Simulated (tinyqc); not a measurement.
# p-n heterojunction, non-linear Poisson equation by Newton steps, Boltzmann statistics: effect of the acceptor density of material 1

One dimension, material 1 (p-type) at x < 0 and material 2 (n-type) at x > 0. Band edges: Ec = -psi in material 1 and -psi + dEc in material 2, Ev = Ec - Eg. Flat quasi-Fermi levels: 0 for holes, +V for electrons. n = Nc F((EFn - Ec)/Vt), p = Nv F((Ev - EFp)/Vt), with F(eta) = exp(eta) (Boltzmann statistics); full ionisation, no interface charge, classical densities; the doping types are chosen for the exercise.

Exact first integral: on each side D^2/(2 eps0 er) = G, G = q [Vt (nI_j - nI_b) + Vt (pI_j - pI_b) - C (psi_j - psi_b)], with C = -N1 or +N2, b the neutral end of that side, and nI, pI the densities themselves. D is continuous, so er1 G1(psi_j) = er2 G2(psi_j) fixes psi_j. Ends from Nv1 F((-psi_L - Eg1)/Vt) = N1 and Nc2 F((V + psi_R - dEc)/Vt) = N2. D is counted positive when psi rises towards material 2. Depletion (Anderson) capacitance C^2 = q eps0 er1 er2 N1 N2/(2 (er1 N1 + er2 N2)(psi_R - psi_L)). -dD/dV is the change of the displacement at the interface with both quasi-Fermi levels flat; it is the terminal capacitance only while neither side holds an inversion layer. n_j and p_j are densities at the interface.

Values chosen for this exercise; band and dielectric values those of a made-up pair:
```
symbol    value   unit                                          meaning
T           300      K                                      temperature
Eg1        3.97     eV                           band gap of material 1
er1         9.8                     relative permittivity of material 1
Nc1     2.35e18  cm^-3  conduction-band density of states of material 1
Nv1     3.93e19  cm^-3     valence-band density of states of material 1
Eg2        4.22     eV                           band gap of material 2
er2        10.1                     relative permittivity of material 2
Nc2     2.63e18  cm^-3  conduction-band density of states of material 2
Nv2     5.39e19  cm^-3     valence-band density of states of material 2
dEc        0.32     eV                 conduction-band offset Ec2 - Ec1
N2       1.2e17  cm^-3                      donor density of material 2
V             0      V                    bias of side 1 against side 2
```

Constants: q = 1.602176634e-19 C, kB = 1.380649e-23 J/K, Vt = kB T/q, eps0 = 8.8541878128e-14 F/cm where lengths are in cm. Results are converted to the units shown.

Result of one run:

| N1 (cm^-3) | psi_R - psi_L (V) | psi_j - psi_L (V) | psi_R - psi_j (V) | D/q (cm^-2) | n_j in 1 (cm^-3) | p_j in 2 (cm^-3) | -dD/dV (nF/cm^2) | depletion C (nF/cm^2) |
|---|---|---|---|---|---|---|---|---|
| 1.2e18 | 4.120 | 0.4060 | 3.714 | 2.223e12 | 1.031e-40 | 3.737e12 | 43.77 | 43.49 |

What becomes of these results when the acceptor density of material 1 N1 is changed from 1.2e18 to 7e15 cm^-3, all else the same?

Result of the changed run:

| N1 (cm^-3) | psi_R - psi_L (V) | psi_j - psi_L (V) | psi_R - psi_j (V) | D/q (cm^-2) | n_j in 1 (cm^-3) | p_j in 2 (cm^-3) | -dD/dV (nF/cm^2) | depletion C (nF/cm^2) |
|---|---|---|---|---|---|---|---|---|
| 7e15 | 3.987 | 3.693 | 0.2942 | 5.996e11 | 2.909e17 | 1.324e-45 | 2.972 | 10.75 |

The whole series:

| N1 (cm^-3) | psi_R - psi_L (V) | psi_j - psi_L (V) | psi_R - psi_j (V) | D/q (cm^-2) | n_j in 1 (cm^-3) | p_j in 2 (cm^-3) | -dD/dV (nF/cm^2) | depletion C (nF/cm^2) |
|---|---|---|---|---|---|---|---|---|
| 7e15 | 3.987 | 3.693 | 0.2942 | 5.996e11 | 2.909e17 | 1.324e-45 | 2.972 | 10.75 |
| 1.6e16 | 4.008 | 3.529 | 0.4791 | 7.792e11 | 2.274e14 | 1.693e-42 | 15.75 | 15.67 |
| 3.9e16 | 4.031 | 3.051 | 0.9800 | 1.131e12 | 8.778e5 | 4.387e-34 | 22.76 | 22.61 |
| 9.1e16 | 4.053 | 2.331 | 1.722 | 1.507e12 | 2.989e-7 | 1.288e-21 | 30.18 | 29.98 |
| 2.1e17 | 4.075 | 1.517 | 2.558 | 1.842e12 | 2.724e-21 | 1.414e-7 | 36.67 | 36.44 |
| 5.1e17 | 4.098 | 0.8155 | 3.282 | 2.089e12 | 1.842e-33 | 2.091e5 | 41.35 | 41.09 |
| 1.2e18 | 4.120 | 0.4060 | 3.714 | 2.223e12 | 1.031e-40 | 3.737e12 | 43.77 | 43.49 |
| 2.8e18 | 4.142 | 0.1991 | 3.943 | 2.292e12 | 1.479e-44 | 2.604e16 | 44.43 | 44.58 |

As N1 goes from 7e15 to 2.8e18, the total bending rises from 3.99 to 4.14 V and the sheet charge D/q rises from 6.00e11 to 2.29e12 cm^-2; the share of the bending in material 1 falls from 92.6 to 4.81 %. The capacitance departs most from the depletion formula at N1 = 7e15, where it is 72 % below it, and there the electrons at the interface in material 1 outnumber its acceptors: an inversion layer has formed.

Program tinyqc, `OMP_NUM_THREADS=1 python tinyqc.py 2040167 2040168 out.jsonl`; Intel Xeon 2.30GHz, shared host, one thread, about 0.04 s.
